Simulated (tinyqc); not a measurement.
Comparisons within one model: interface roughness in a thin film (subband fluctuation and scattering). A value that a table varies takes the place of the one given here.

Square well of width t, barriers V0, c = hbar^2/2m0: E1 solves k t + 2 atan[(k/mz)/(kappa/mb)] = pi, k = sqrt(mz E/c), kappa = sqrt(mb (V0 - E)/c). One interface is rough, so the subband edge fluctuates by G dt with G = |dE1/dt| (central difference of 0.01 angstrom; 2 E1/t for hard walls).

Gaussian roughness spectrum S(q) = pi D^2 Lc^2 exp(-q^2 Lc^2/4). Degenerate gas, taken to fill one subband (the second starts to fill once c kF^2/md exceeds E2 - E1, which is not tested here): kF = sqrt(2 pi Ns/gv), q = 2 kF sin(theta/2), 1/tau = (md/(2 pi c hbar)) G^2 times the integral from 0 to pi of S(q)(1 - cos theta)/eps(q)^2 dtheta, eps(q) = 1 + qs/q with screening (qs = gv md q0/(c eps), q0 = e^2/(4 pi eps0), form factors left out, which overstates the screening; other scattering is left out too, so these values lie far above measured mobilities in all but the thinnest films) or 1 without; mobility = tau c2/md with c2 = e/m0 = 1.75882e15 cm^2/(V s^2); 1e12/cm^2 = 1e-4/angstrom^2.

Constants: hbar^2/2m0 = 3.80998211 eV angstrom^2; hbar = 6.58211957e-16 eV s; e^2/(4 pi eps0) = 14.39964547 eV angstrom.

Parameters, chosen for this exercise (near those of a thin Si channel on (100), two-fold valleys; not measured data): mz = 0.892 m0 (confinement mass); V0 = 2.98 eV (barrier); mb = 0.47 m0 (barrier mass); md = 0.187 m0 (mass in the plane); gv = 2 (valleys); D = 1.5 angstrom (rms height of the roughness); Lc = 42 angstrom (correlation length); Ns = 5.2 x 1e12/cm^2 (sheet density); eps = 7.8 (mean dielectric constant at the channel); ts = (9, 11, 14, 16, 20, 26, 34) angstrom (thicknesses); t = 16 angstrom (film thickness); Ll = (5, 10, 16, 25, 40, 65, 100) angstrom (correlation lengths).

## The sixth-power law

Screened mobility against thickness for the finite barrier and for hard walls.

Results:
```
t (angstrom)  E1 (meV)  G (meV/angstrom)  mobility (cm^2/(V s))  the same, hard walls
9                360.7            65.781                    528                   171
11               257.7            39.971               1.43e+03                   569
14               169.5            21.401               4.99e+03              2.42e+03
16               133.6            14.996               1.02e+04              5.39e+03
20                89.1             8.175               3.42e+04              2.06e+04
26                54.7             3.943               1.47e+05              9.93e+04
34                33.0             1.845               6.71e+05              4.97e+05
```

With hard walls G goes as 1/t^3 and the mobility as t^6. With the finite barrier the local exponent is 4.96 at the thin end and 5.66 at the thick end, since the envelope leaks out and softens the dependence. The least value is 528 cm^2/(V s). The gate field, which also presses carriers to the interface, is left out. Below about 20 angstrom the effective-mass picture is itself doubtful. Up to t = 16 angstrom G D exceeds half of EF - E1, where the Born rate fails.

## Correlation length

Fixed D; bare and screened mobility.

Results:
```
Lc (angstrom)  kF Lc  bare mobility (cm^2/(V s))  screened mobility (cm^2/(V s))
5               0.20                    6.55e+03                        8.63e+04
10              0.40                    1.79e+03                        2.38e+04
16              0.65                         844                        1.14e+04
25              1.01                         527                        7.53e+03
40              1.62                         546                        9.36e+03
65              2.63                    1.04e+03                        3.36e+04
100             4.04                    1.76e+03                        1.26e+05
```

The bare mobility is lowest at Lc = 25 angstrom of those listed (kF Lc = 1.01). The screened mobility is lowest at Lc = 25 angstrom of those listed (kF Lc = 1.01). Short roughness averages out (mobility as 1/Lc^2; the first two rows give exponent -1.87), and long roughness deflects only by small angles (bare mobility rising as Lc; the last two rows give 1.24).

## What each parameter does

G, G D, and the screened mobility. Each row changes one parameter from the base and keeps the others.

Results:
```
case                   G (meV/angstrom)  G D (meV)  mobility (cm^2/(V s))
base                             14.996      22.49              1.016e+04
t = 22 angstrom                   6.284       9.43              5.786e+04
D = 1.95 angstrom                14.996      29.24                   6012
Lc = 50 angstrom                 14.996      22.49              1.504e+04
Ns = 8.32 x 1e12/cm^2            14.996      22.49              2.008e+04
mz = 1.026 m0                    13.567      20.35              1.241e+04
md = 0.215 m0                    14.996      22.49                   9487
V0 = 2.09 eV                     14.107      21.16              1.148e+04
eps = 9.4                        14.996      22.49                   7754
```

The largest shifts from the base row, up to three for each result and ties (the steps differ in size, so this ranks the rows, not the parameters). G (meV/angstrom): t -8.712, mz -1.429, V0 -0.889; unchanged at the printed digits by D, Lc, Ns, md and eps. G D (meV): t -13.07, D +6.75, mz -2.14; unchanged at the printed digits by Lc, Ns, md and eps. mobility (cm^2/(V s)): t +4.77e+04, Ns +9.93e+03, Lc +4.88e+03. In the base case G D is 0.68 times EF - E1 = 33.3 meV.

(tinyqc, `OMP_NUM_THREADS=1 python tinyqc.py 1280228 1280229 out.jsonl`, Intel(R) Xeon(R) Processor @ 2.30GHz, 1 thread, shared host, about 0.01 s.)
